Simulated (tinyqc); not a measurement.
Vacuum evaporation: vapour pressure, source flux, thickness distribution, purity and step coverage: one step, computed by the program tinyqc. Command: `OMP_NUM_THREADS=1 python tinyqc.py 3111198 3111199 out.jsonl evap walk`. One thread of a shared host (Intel(R) Xeon(R) Processor @ 2.30GHz), about 0.01 s of CPU time with the checks.

Molecular flow, unit sticking of the metal, no re-evaporation. The background gas is taken as water vapour (18.015 g/mol, collision diameter 0.37 nm) at 300 K.

Problem. Vapour pressure and flux. log10(p_v/Pa) = A - B/T; flux from the surface Phi = p_v/sqrt(2 pi m k_B T), m = M u. Mass loss = Phi x area x m; heat of evaporation = ln(10) R B; d ln Phi/dT = ln(10) B/T^2 - 1/(2 T).

Inputs (values chosen for the exercise, modelled on nickel, with constants for the liquid):
```
quantity,value,unit
molar mass M,58.69,g/mol
vapour-pressure constant A,11.71,-
vapour-pressure constant B,20700,K
source temperature T,1850,K
source area,0.94,cm^2
```

Constants: u = 1.6605390666e-27 kg; k_B = 1.380649e-23 J/K; R = 8.314462618 J/(mol K).

Give: vapour pressure p_v; flux Phi; mass loss; heat of evaporation; change of flux per kelvin.

Solution.

vapour pressure p_v = 3.317 Pa

flux Phi = 2.653e+18 1/(cm^2 s)

mass loss = 0.8748 g/h

heat of evaporation = 396.3 kJ/mol

change of flux per kelvin = 1.366 %/K

Holding the rate to 1 % needs the temperature to about 0.73 K.
